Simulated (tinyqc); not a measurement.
Special k points of the fcc lattice: one step. Irreducible points and weights. Three cases, with inputs chosen for the exercise.

Problem. Join points that an operation carries into one another (modulo reciprocal vectors); list each class by its first point in the order of (j1, j2, ...).

Lattice vectors in units of a: a1 = (0, 1/2, 1/2), a2 = (1/2, 0, 1/2), a3 = (1/2, 1/2, 0); reciprocal vectors b_i with a_i . b_j = 2 pi delta_ij. Mesh: k = sum_i f_i b_i with f_i = (2 j_i + shift)/(2 N), j_i = 0 .. N-1. The point group of the lattice has 48 operations; only those that map the mesh onto itself are used.

Case 1.

Values chosen: N = 3 (points along each reciprocal vector); shift = 1 (half steps).

Case 2.

Values chosen (out of a larger set: the lattice of Si, GaAs, Cu and Al; not measured data): N = 3 (points along each reciprocal vector); shift = 0 (half steps).

Case 3.

Values chosen (out of a larger set: the lattice of Si, GaAs, Cu and Al; not measured data): N = 3 (points along each reciprocal vector); shift = 0 (half steps).

Give: Irreducible points; operations that keep the mesh; irreducible points.

Solution.

Case 1.

Irreducible points:
```
f1          f2      f3  weight
0.1667  0.1667  0.1667       2
0.1667  0.1667  0.5000       6
0.1667  0.1667  0.8333       6
0.1667  0.5000  0.5000       6
0.1667  0.5000  0.8333       6
0.5000  0.5000  0.5000       1
```

operations that keep the mesh = 12
irreducible points = 6

The weights add up to 27 = N^3; symmetry saves a factor 4.5. The shift breaks the symmetry of the lattice: only 12 of 48 operations keep the mesh.

Case 2.

Irreducible points:
```
f1          f2      f3  weight
0.0000  0.0000  0.0000       1
0.0000  0.0000  0.3333       8
0.0000  0.3333  0.3333       6
0.0000  0.3333  0.6667      12
```

operations that keep the mesh = 48
irreducible points = 4

The weights add up to 27 = N^3; symmetry saves a factor 6.8.

Case 3.

Irreducible points:
```
f1          f2      f3  weight
0.0000  0.0000  0.0000       1
0.0000  0.0000  0.3333       8
0.0000  0.3333  0.3333       6
0.0000  0.3333  0.6667      12
```

operations that keep the mesh = 48
irreducible points = 4

The weights add up to 27 = N^3; symmetry saves a factor 6.8.

Computed by tinyqc, one run a case: `OMP_NUM_THREADS=1 python tinyqc.py N N+1 out.jsonl` with N = 1650647, 1650917, 1651261; one thread of a shared Intel(R) Xeon(R) Processor @ 2.30GHz, about 0.1 s a run at most.
